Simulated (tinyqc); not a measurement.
p-i-n power rectifier, conductivity modulation at high injection: two steps of the calculation.

A drift layer from x = -d to d (2 d = W) between ideal p+ and n+ emitters (no recombination in them). High injection, n = p, ambipolar diffusion with one lifetime; both mobilities scale as (T/300 K)^(-bt).

Values chosen for this exercise; bulk values close to those of silicon:
- T = 300 K (temperature)
- eps_r = 11.3 (relative permittivity)
- Kc = 3960 V/cm per (cm^-3)^(1/8) (critical-field constant)
- BV = 1800 V (rated breakdown voltage of the drift layer)
- mud = 1260 cm^2/(V s) (drift mobility at 300 K)
- bt = 2 (temperature exponent of the drift mobility)
- mup = 412 cm^2/(V s) (hole mobility at 300 K)
- J = 100 A/cm^2 (forward current density)
- tau = 7.3e-7 s (high-level lifetime)

Constants: q = 1.602176634e-19 C, kB = 1.380649e-23 J/K, Vt = kB T/q, eps0 = 8.8541878128e-14 F/cm where lengths are in cm. Results are converted to the units shown.

Problem 1. Drift layer. Triangular field at breakdown with Ec = Kc N^(1/8): BV = eps0 eps_r Ec^2/(2 q N), so N = (eps0 eps_r Kc^2/(2 q BV))^(4/3); W = 2 BV/Ec; mu = mud (T/300 K)^(-bt); rho = 1/(q mu N); ideal resistance rho W.

Give: drift doping N; Ec; drift thickness W; electron mobility mu at T; drift resistivity rho; ideal resistance.

Solution 1.

drift doping N = 8.181e13 cm^-3
Ec = 0.2172 MV/cm
drift thickness W = 165.8 um
electron mobility mu at T = 1260 cm^2/(V s)
drift resistivity rho = 60.55 ohm cm
ideal resistance = 1004 mohm cm^2

Problem 2. Carrier profile. Da = 2 mun mup Vt/(mun + mup), La = sqrt(Da tau), B = (mun - mup)/(mun + mup) with mun = mud (T/300 K)^(-bt), mup likewise; n(x) = (tau J/(2 q La)) [cosh(x/La)/sinh(d/La) - B sinh(x/La)/cosh(d/La)]. 9 equal steps.

drift thickness W = 165.77023 um

Find: Da; La; B; x; n.

Solution 2.

Da = 16.05 cm^2/s
La = 34.23 um
B = 0.5072
x, point 0 to 9 (um): [-82.89, -64.47, -46.05, -27.63, -9.21, 9.21, 27.63, 46.05, 64.47, 82.89]
n, point 0 to 9 (cm^-3): [1.008e17, 5.917e16, 3.506e16, 2.135e16, 1.397e16, 1.073e16, 1.067e16, 1.378e16, 2.097e16, 3.438e16]

d/La = 2.42.

Program tinyqc, `OMP_NUM_THREADS=1 python tinyqc.py 2230141 2230142 out.jsonl`; Intel Xeon 2.30GHz, shared host, one thread, about 0.01 s.
